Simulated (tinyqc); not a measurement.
# Scale length and length offset from two DIBL values

Inverse problem. DIBL = exp(-Le/(2 l)) + 2 exp(-Le/l) with Le = L - dL. Find l, dL and the drawn length for a DIBL of 100 mV/V.

DIBL at drawn lengths 75 and 120 nm (mV/V): 69.676523  11.222741

Answer. With e = exp(-Le/(2 l)), 2 e^2 + e = DIBL gives e and so Le/l at each length; Le/l is a straight line in L with slope 1/l.

l = 13.00 nm
dL = 2.700 nm
length for 100 mV/V = 66.67 nm

Program tinyqc, `OMP_NUM_THREADS=1 python tinyqc.py 2002060 2002061 out.jsonl`; Intel Xeon 2.30GHz, shared host, one thread, about 0.01 s.
